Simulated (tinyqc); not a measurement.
Interdiffusion in a binary couple: Darken equations, Kirkendall shift and Boltzmann-Matano analysis: one step, computed by the program tinyqc.

x is the mole fraction of B; the molar volume is constant, and the two halves are long enough to count as infinite.

Task: Diffusivities at one composition. D*_i(x) = D*_i(0) exp(k x); thermodynamic factor Phi = 1 - 2 W x (1 - x)/(k_B T); intrinsic D_i = D*_i Phi; interdiffusion D~ = x D_A + (1 - x) D_B.

Inputs (values chosen for the exercise, for a model alloy A-B): tracer diffusivity D*_A(0) = 2.1e-13 m^2/s; tracer diffusivity D*_B(0) = 2e-13 m^2/s; slope k of ln D* with x = 0.64; regular-solution parameter W = -0.012 eV; temperature T = 1350 K; composition x for the local step = 0.17.

Vacancy-wind correction: none.

Constants: k_B = 8.617333262e-05 eV/K.

Give: thermodynamic factor Phi; intrinsic D_A; intrinsic D_B; interdiffusion coefficient D~ at the local x.

Result:

thermodynamic factor Phi = 1.029

intrinsic D_A = 2.410e-13 m^2/s

intrinsic D_B = 2.295e-13 m^2/s

interdiffusion coefficient D~ at the local x = 2.314e-13 m^2/s

A negative W (tendency to order or compound) speeds mixing: Phi is above 1.
